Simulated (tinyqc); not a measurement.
## Bandgap voltage reference from two bipolar transistors: effect of the output resistor at T0

Two transistors of area 1 and N carry the same current I. Is(T) = Is (T/T0)^eta exp[(Vg0 q/kB)(1/T0 - 1/T)], VBE1 = Vt ln(I/Is(T)) + I rb, VBE2 = Vt ln(I/(N Is(T))) + I rb/N. The amplifier forces I R1(T) = VBE1 - VBE2 + Vos, with R(T) = R (1 + tc (T - T0)) for both resistors, and the output is Vref = VBE1 + I R2(T). Base currents and the Early effect are neglected.

Vt = kB T/q; I = (Vt ln N + Vos)/(R1(T) - rb (1 - 1/N)). Box coefficient: span of Vref between 233 and 398 K over its average over T and over 165 K. The last column is the R2 that gives zero slope at T0.

Parameters, values chosen for the exercise; values of the order met in silicon bipolar transistors:
- T0 = 323 K (reference temperature)
- Vg0 = 1.19 V (band-gap voltage extrapolated to 0 K)
- eta = 3.3 (temperature exponent of the saturation current)
- Is = 3.1e-17 A (saturation current of the unit transistor at T0)
- N = 8 (area ratio of the second transistor)
- R1 = 2.7 kohm (resistor across which the difference of VBE falls, at T0)
- tc = 0 ppm/K (temperature coefficient of both resistors)
- Vos = -0.5 mV (offset of the amplifier)
- rb = 0 ohm (series resistance of the unit transistor)

Constants: q = 1.602176634e-19 C, kB = 1.380649e-23 J/K. Results are converted to the units shown.

Results:
```
R2 (kohm)	I at T0 (uA)	Vref at T0 (V)	slope at T0 (uV/K)	box coefficient (ppm/K)	R2 for zero slope (kohm)
21.25	21.25	1.210	-122.8	95.73	23.10
21.95	21.25	1.225	-76.37	56.66	23.10
22.64	21.25	1.240	-30.58	22.61	23.10
23.1	21.25	1.249	-0.04594	13.35	23.10
23.56	21.25	1.259	30.48	30.32	23.10
24.95	21.25	1.289	122.7	100.8	23.10
```

Estimate the missing row, R2 = 24.26 kohm.

Computed row:
```
R2 (kohm)	I at T0 (uA)	Vref at T0 (V)	slope at T0 (uV/K)	box coefficient (ppm/K)	R2 for zero slope (kohm)
24.26	21.25	1.274	76.94	65.92	23.10
```

With this row back in the table: As R2 goes from 21.25 to 24.95, Vref rises from 1.210 to 1.289 V and the box coefficient goes from 95.7 through a minimum of 13.4 (at R2 = 23.1 among the rows listed) to 101 ppm/K. One per cent in R2 moves the slope by 15.3 uV/K.

tinyqc, about 0.02 s, one thread, Intel Xeon 2.30GHz (shared host): `OMP_NUM_THREADS=1 python tinyqc.py 2062153 2062154 out.jsonl`
